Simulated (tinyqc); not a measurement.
Strain, valley repopulation and piezoresistance in a many-valley conduction band. From one set of inputs to another, one input at a time. Computed by tinyqc, a small Python program. Command: `OMP_NUM_THREADS=1 python tinyqc.py 3018419 3018420 out.jsonl valleys ladder`. One thread of a shared host (Intel(R) Xeon(R) Processor @ 2.30GHz), about 0.08 s of CPU time with the checks.

Valleys are ellipsoids with mass m_l along the axis a and m_t across it, parabolic, with one constant relaxation time; strain shifts the valleys and leaves the masses alone. Currents are taken along [111], along the load, and along [1-10], across the load.

The inputs printed are set A. Inputs not listed in the table keep their values of set A, so the rows need not describe a real material.

Inputs (values chosen for the exercise, modelled on germanium):
```
quantity                               value    unit
longitudinal mass m_l                   1.62     m_0
transverse mass m_t                   0.0841     m_0
shear deformation potential Xi_u        16.5      eV
dilation deformation potential Xi_d     -4.3      eV
C11                                      127     GPa
C12                                     48.2     GPa
C44                                     67.4     GPa
stress X (tension positive)             -580     MPa
electron density n                   2.3e+16  1/cm^3
relaxation time tau                      100      fs
temperature T                             77       K
```

Valley axes: <111> (4 valleys). Load: uniaxial [111].

Constants: k_B = 8.617333262e-05 eV/K; m_0 = 9.1093837015e-31 kg; k_B = 1.380649e-23 J/K; hbar = 1.054571817e-34 J s; e = 1.602176634e-19 C.

Method:
- Compliances S11 = (C11 + C12)/((C11 - C12)(C11 + 2 C12)), S12 = -C12/((C11 - C12)(C11 + 2 C12)), S44 = 1/C44; stress sigma_ij = X n_i n_j for the unit vector n of the load; e_xx = S11 sigma_xx + S12 (sigma_yy + sigma_zz), e_xy = S44 sigma_xy/2 (tensor strain).
- Herring-Vogt shift of a valley with unit axis a: dE = Xi_d tr(e) + Xi_u a.e.a.
- Each of the 4 valleys holds n_v = N_v (2/sqrt(pi)) F_1/2((E_F - dE_v)/(k_B T)), N_v = 2 (m_d k_B T/(2 pi hbar^2))^(3/2), m_d = (m_l m_t^2)^(1/3); E_F solves sum n_v = n and is counted from the unstrained edge.
- F_j(eta) = int_0^infinity x^j/(1 + exp(x - eta)) dx, without a gamma-function factor. It is evaluated after integrating by parts.
- Integrals over x = E/(k_B T) use 160 Gauss-Legendre points in u = sqrt(x) from 0 to sqrt(max(eta, 0) + 32).
- Mobility tensor mu = e tau sum_v (n_v/n) [1/m_t + (1/m_l - 1/m_t) a a^T]; unstrained mu_0 = e tau (1/m_l + 2/m_t)/3; resistivity along d from the inverse tensor, rho_d = d.mu^-1.d/(n e), mobility along d = 1/(d.mu^-1.d); gauge pi_d = (rho_d/rho_0 - 1)/X.

Each row keeps all changes above it; columns: (1) input moved; (2) from; (3) to; (4) mobility along the first direction (cm^2/(V s)); (5) mobility along the second direction (cm^2/(V s)); (6) splitting (highest minus lowest) (meV):
```
(1)                                     (2)   (3)   (4)   (5)    (6)
set A                                     -     -   109  2091  63.11
C44 (GPa)                              67.4  65.8   109  2091  64.64
stress X (tension positive) (MPa)      -580  -120   617  1837  13.37
temperature T (K)                        77   100   797  1747  13.37
relaxation time tau (fs)                100   340  2708  5941  13.37
longitudinal mass m_l (m_0)            1.62  1.95  2667  5931  13.37
C11 (GPa)                               127   122  2667  5931  13.37
shear deformation potential Xi_u (eV)  16.5    15  2871  5828  12.16
```

Where does the difference come from?

Mobility along the first direction goes from 109 to 2870, a factor 26.4 in all. The largest single move comes from stress X (tension positive) (a factor 5.67). Mobility along the second direction goes from 2090 to 5830, a factor 2.79 in all. The largest single move comes from relaxation time tau (a factor 3.40), and stress X (tension positive) works against it (a factor 0.878). Splitting (highest minus lowest) goes from 63.1 to 12.2, a factor 0.193 in all. The largest single move comes from stress X (tension positive) (a factor 0.207). The single moves hold for this order of the switches; the total does not depend on the order.

Extremes, crossings and ranges named in words are read from the listed rows.
